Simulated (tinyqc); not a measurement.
# Surface potential of a MOS transistor: implicit equation and explicit approximations: two studies

p-type body, charge-sheet picture, depletion and inversion only, full ionisation (an idealisation for deep acceptors), Boltzmann statistics (rough once Na exp(x - xn) passes about Nc/7). In units of Vt: xg = (Vg - Vfb)/Vt, x = psi/Vt, G = gamma/sqrt(Vt), xn = (2 phiF + Vc)/Vt. The implicit equation is (xg - x)^2 = G^2 [x - 1 + exp(x - xn)] for x above about 3. Cox = eps0 eox/tox.

Values chosen for this exercise; band and dielectric values close to those of silicon:
```
symbol    value   unit                                                                 meaning
T           300      K                                                             temperature
Eg         1.11     eV                                                                band gap
eps_r      11.8                                                          relative permittivity
Nc      2.77e19  cm^-3                                  conduction-band density of states at T
Nv       2.6e19  cm^-3                                     valence-band density of states at T
eox        8.91         relative permittivity of the gate insulator (close to aluminium oxide)
tox          14     nm                                                     insulator thickness
Na       4.3e17  cm^-3                                                        acceptor density
Vfb       -0.71      V                                                       flat-band voltage
Vc          0.2      V                                                    channel-body voltage
Vg         0.84      V                                                       gate-body voltage
```

Constants: q = 1.602176634e-19 C, kB = 1.380649e-23 J/K, Vt = kB T/q, eps0 = 8.8541878128e-14 F/cm where lengths are in cm. Results are converted to the units shown.

Each table varies one quantity; the others keep the values above.

## Accuracy of the approximations against gate voltage

ni = sqrt(Nc Nv) exp(-Eg/(2 Vt)), Eg in volts; phiF = Vt ln(Na/ni); gamma = sqrt(2 q eps0 eps_r Na)/Cox; VT = Vfb + Vt (xn + G sqrt(xn - 1)). Depletion value a = 1 + [sqrt(G^2/4 + xg - 1) - G/2]^2; inversion value b = xn + ln[(xg - xn)^2/G^2 - xn + 1] and first guess y = min(a, b) - ln(1 + exp(-|a - b|)) if a > xn + 1, else b = y = a; one second-order correction with D = exp(y - xn), p = 2 (xg - y) + G^2 (1 + D), w = (xg - y)^2 - G^2 (y - 1 + D): z = y + 2 w/(p + sqrt(p^2 - 2 (2 - G^2 D) w)), or the Newton step z = y + w/p where the root is not real. N_inv = (Cox Vt G/q) [sqrt(x - 1 + exp(x - xn)) - sqrt(x - 1)] at the root. Lambert form (Cox m Vt/q) W0[(G/(2 m sqrt(xn - 1))) exp((Vg - VT)/(m Vt))], m = 1 + G/(2 sqrt(xn - 1)). Errors under 1e-4 mV, and the linear form below VT, are printed as 0.

Results:
```
Vg (V)  psi (V)   x - xn  error of y (mV)  error of z (mV)  N_inv (cm^-2)  Cox (Vg - VT)/q (cm^-2)  Lambert form (cm^-2)
0.68     0.7982   -11.53                0                0        3.431e5                        0               2.315e5
0.88     0.9446   -5.867           0.0190                0        9.040e7                        0               7.928e7
1.08      1.089  -0.2712             4.83         -5.10e-3       2.253e10                        0              2.255e10
1.28      1.165    2.644             14.6            -1.12       3.758e11                 6.933e11              3.843e11
1.48      1.192    3.688             10.8           -0.426       9.546e11                 1.397e12              9.754e11
1.88      1.219    4.739             6.85          -0.0963       2.236e12                 2.804e12              2.280e12
2.08      1.228    5.086             5.92          -0.0604       2.898e12                 3.507e12              2.952e12
2.28      1.235    5.375             5.25          -0.0414       3.567e12                 4.210e12              3.631e12
```

Estimate the missing row, Vg = 1.68 V.

Computed row:
```
Vg (V)  psi (V)  x - xn  error of y (mV)  error of z (mV)  N_inv (cm^-2)  Cox (Vg - VT)/q (cm^-2)  Lambert form (cm^-2)
1.68      1.207   4.299             8.28           -0.177       1.585e12                 2.100e12              1.618e12
```

With this row back in the table: psi rises from 0.798 to 1.24 V and ends 5.4 Vt above 2 phiF + Vc. Among the rows the first guess is off by at most 15 mV (at Vg = 1.28 V) and the corrected value by at most 1.1 mV. In the last row the linear form is 18 % above N_inv and the Lambert form 1.8 % above it; in the first row the Lambert form is 33 % below it. For Vg = 1.28, 1.48, 1.68, 1.88, 2.08, 2.28 the electron quasi-Fermi level lies less than 2 Vt below the band edge at the surface, or above it, where degeneracy and confinement, left out, matter.

## Effect of the insulator thickness at fixed gate voltage

Same model as above.

Results:
```
tox (nm)  psi (V)  x - xn  error of y (mV)  error of z (mV)  N_inv (cm^-2)  Cox (Vg - VT)/q (cm^-2)  Lambert form (cm^-2)
4.7         1.197   3.893             20.6             5.59       1.136e12                 2.303e12              1.193e12
8.7         1.107  0.4183             6.52          -0.0169       4.433e10                 1.179e11              4.482e10
12         0.9848  -4.314           0.0787                0        4.183e8                        0               3.860e8
16         0.8510  -9.488          5.83e-4                0        2.554e6                        0               1.897e6
22         0.6886  -15.77                0                0           5333                        0                  2221
31         0.5113  -22.63                0                0          6.532                        0                0.6920
```

Estimate the missing row, tox = 6.4 nm.

Computed row:
```
tox (nm)  psi (V)  x - xn  error of y (mV)  error of z (mV)  N_inv (cm^-2)  Cox (Vg - VT)/q (cm^-2)  Lambert form (cm^-2)
6.4         1.167   2.749             16.5            -1.50       4.139e11                 1.041e12              4.295e11
```

With this row back in the table: As tox goes from 4.7 to 31, psi falls from 1.20 to 0.511 V, x - xn falls from 3.89 to -22.6 and N_inv falls from 1.14e12 to 6.53 cm^-2. The Lambert form lies between 0.106 and 1.05 times N_inv. For tox = 4.7, 6.4 the electron quasi-Fermi level lies less than 2 Vt below the band edge at the surface, or above it, where degeneracy and confinement, left out, matter.

Computed by the program tinyqc: `OMP_NUM_THREADS=1 python tinyqc.py 2122130 2122131 out.jsonl`, one thread of a shared Intel Xeon 2.30GHz, about 0.01 s for the whole run.
